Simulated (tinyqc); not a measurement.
From results back to parameters: quantum-confined Stark effect in a modulator well. Two cases, with inputs chosen for the exercise.

Problem. The shift of E_e + E_h was computed from a hidden field.

Envelopes on cells of 0.5 angstrom over the well |z| < L/2 and 45 angstrom of barrier on each side, psi = 0 beyond, psi'/m continuous (mean mass between points), c = hbar^2/2m0. The electron sees + e F z and the hole - e F z, each with its offset in the barriers; 1 kV/cm = 1e-5 eV/angstrom. Light holes, band mixing and escape by tunnelling are left out.

Constants: hbar^2/2m0 = 3.80998211 eV angstrom^2.

Find: F; local exponent d ln(shift)/d ln F.

Method. The shift grows steadily in size with F, so bisection finds one value; its slope is -e times the separation of the carriers.

Case 1.

Values chosen (near those of a Ge well in SiGe, direct gap; not measured data): L = 96 angstrom (well width); Vc = 0.408 eV (conduction offset); Vv = 0.113 eV (heavy-hole offset); me = 0.041 m0 (electron, well); meb = 0.0559 m0 (electron, barrier); mh = 0.216 m0 (heavy hole along z, well); mhb = 0.238 m0 (heavy hole, barrier).

shift = -4.356 meV

Solution.

F = 49.0 kV/cm
local exponent d ln(shift)/d ln F = 1.93

Case 2.

Values chosen (near those of a GaAs well in AlGaAs; not measured data): L = 110 angstrom (well width); Vc = 0.244 eV (conduction offset); Vv = 0.143 eV (heavy-hole offset); me = 0.065 m0 (electron, well); meb = 0.0946 m0 (electron, barrier); mh = 0.362 m0 (heavy hole along z, well); mhb = 0.398 m0 (heavy hole, barrier).

shift = -18.520 meV

Solution.

F = 78.0 kV/cm
local exponent d ln(shift)/d ln F = 1.73

Computed by tinyqc, one run a case: `OMP_NUM_THREADS=1 python tinyqc.py N N+1 out.jsonl` with N = 1252735, 1252761; one thread of a shared Intel(R) Xeon(R) Processor @ 2.30GHz, about 0.2 s a run at most.
